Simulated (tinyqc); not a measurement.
Worked calculation: thin-film optics by transfer matrices. Values are carried at full precision from step to step, so a last printed digit may differ when a step is redone from the rounded ones.

Indices N = n + i k. Snell: N0 sin(theta) = N_j sin(theta_j), with Im(N_j cos theta_j) >= 0. Admittance y_j = N_j cos theta_j for s and N_j/cos theta_j for p. Phase delta_j = 2 pi N_j cos theta_j d_j/lambda. Layer matrix [[cos delta, -i sin delta/y], [-i y sin delta, cos delta]], multiplied from the top down to M. (B, C) = M (1, y_sub); r = (y0 B - C)/(y0 B + C), R = |r|^2, T = 4 Re y0 Re y_sub/|y0 B + C|^2, absorbed in the films 1 - R - T.

Inputs chosen for the exercise (indices near those of resist on polySi; shifted at random, so the results belong to these values and not to a real crystal): lam = 365 nm (vacuum wavelength); n0 = 1 (ambient index); n = (1.719, 4.862) (n of resist, substrate); k = (0.025, 2.622) (k in the same order); d = (83.8) nm (thicknesses, top first); theta = 0 degrees (angle of incidence); pol = s (polarisation).

## Angles, admittances and phases

Form cos theta_j, y_j and delta_j.

cos theta_j: ambient 1.0000, film 1 1.0000, substrate 1.0000

y_j: ambient 1.0000, film 1 1.7190+0.0250i, substrate 4.8620+2.6220i

delta_j (rad): film 1 2.4797+0.0361i

## Layer matrices and their product

Form each matrix and multiply from the top down.

M:
```
                 1                2
1  -0.7894-0.0222i  -0.0218-0.3574i
2  -0.0335-1.0579i  -0.7894-0.0222i
```

Each matrix has determinant 1, and so has M.

## Reflection and transmission

Close the stack on the substrate.

B, C: 0.0421-1.8171i  -3.8133-3.2354i

r = -0.5461+0.3555i
R = 0.4246
T into the substrate = 0.4893
absorbed in the films = 0.0862

The bare substrate would reflect 0.5284.

## Checks

- R against the recursion of Airy sums from the substrate up: both 0.42455.

tinyqc: `OMP_NUM_THREADS=1 python tinyqc.py 1650994 1650995 out.jsonl`; about 0.01 s, one thread, shared Intel(R) Xeon(R) Processor @ 2.30GHz.
